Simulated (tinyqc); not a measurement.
# Transistor under a ferroelectric capacitor (negative capacitance), static model: two studies

A ferroelectric film of thickness tf lies between the gate and an inner metal at potential v, which drives an ordinary transistor. One domain, P = Q (background permittivity neglected): Vg = v + tf (2 al Q + 4 be Q^3), al = -3 sqrt(3) Ec/(4 Pr), be = 3 sqrt(3) Ec/(8 Pr^3). Gate charge Q(v) = Qi + Cp v with the channel charge Qi = Cox n Vt ln(1 + exp((v - VT)/(n Vt))). Q in uC/cm^2, E in kV/cm; 1 nm times 1 kV/cm is 1e-4 V. Domains, leakage and the switching time are left out.

Parameters, values chosen for the exercise; Pr and Ec close to those of hafnium oxide based films: temperature T = 300 K; remanent polarisation Pr = 17 uC/cm^2; coercive field Ec = 800 kV/cm; capacitance of the inner oxide Cox = 2.3 uF/cm^2; overlap capacitance per gate area Cp = 0.33 uF/cm^2; threshold of the inner transistor VT = 0.28 V; subthreshold factor of the inner transistor n = 1.06; gate voltage Vg = 0.39 V.

Constants: q = 1.602176634e-19 C, kB = 1.380649e-23 J/K, Vt = kB T/q. Results are converted to the units shown.

Each table varies one quantity; the others keep the values above.

## Effect of the capacitance of the inner oxide

C = dQ/dv = Cox/(1 + exp(-(v - VT)/(n Vt))) + Cp; dVg/dv = 1 + C tf (2 al + 12 be Q^2); gain = dv/dVg. The largest gain is taken over -0.3 V < v < 2.5 V, tc is the thickness at which dVg/dv first touches zero, the swing is n Vt ln 10 (1 + 2 al tf Cp), v solves Vg(v) = Vg, and the last column compares Qi(v) with Qi(Vg) of the transistor without the film.

In this table tf = 10 nm.

Effect of the capacitance of the inner oxide:
```
Cox (uF/cm^2)	tc (nm)	largest gain	swing (mV/decade)	v at Vg (V)	Qi with/without film
1	61.61	1.194	60.55	0.4249	1.312
1.5	44.82	1.287	60.55	0.4363	1.415
2	35.24	1.396	60.55	0.4496	1.535
2.5	29.05	1.525	60.55	0.4653	1.678
3	24.72	1.680	60.55	0.4843	1.849
3.5	21.52	1.868	60.55	0.5074	2.058
4	19.06	2.104	60.55	0.5362	2.319
4.5	17.11	2.406	60.55	0.5727	2.649
5	15.53	2.808	60.55	0.6198	3.076
```

What does the table show?

As Cox goes from 1 to 5 uF/cm^2, the largest gain rises from 1.19 to 2.81, the swing stays at 60.6 mV a decade and tc falls from 61.6 to 15.5 nm.

## Effect of the coercive field

Same model as above.

In this table tf = 10 nm.

Effect of the coercive field:
```
Ec (kV/cm)	tc (nm)	largest gain	swing (mV/decade)	v at Vg (V)	Qi with/without film
400	62.48	1.191	61.83	0.4178	1.249
600	41.65	1.316	61.19	0.4361	1.414
800	31.24	1.471	60.55	0.4587	1.618
1000	24.99	1.667	59.92	0.4873	1.876
1200	20.83	1.924	59.28	0.5247	2.215
1500	16.66	2.501	58.32	0.6086	2.974
1800	13.88	3.575	57.37	0.7611	4.354
```

Read the table: what changes, and by how much?

As Ec goes from 400 to 1800 kV/cm, the largest gain rises from 1.19 to 3.57, the swing falls from 61.8 to 57.4 mV a decade and tc falls from 62.5 to 13.9 nm.

Program tinyqc, `OMP_NUM_THREADS=1 python tinyqc.py 2860111 2860112 out.jsonl`; Intel Xeon 2.30GHz, shared host, one thread, about 0.02 s.
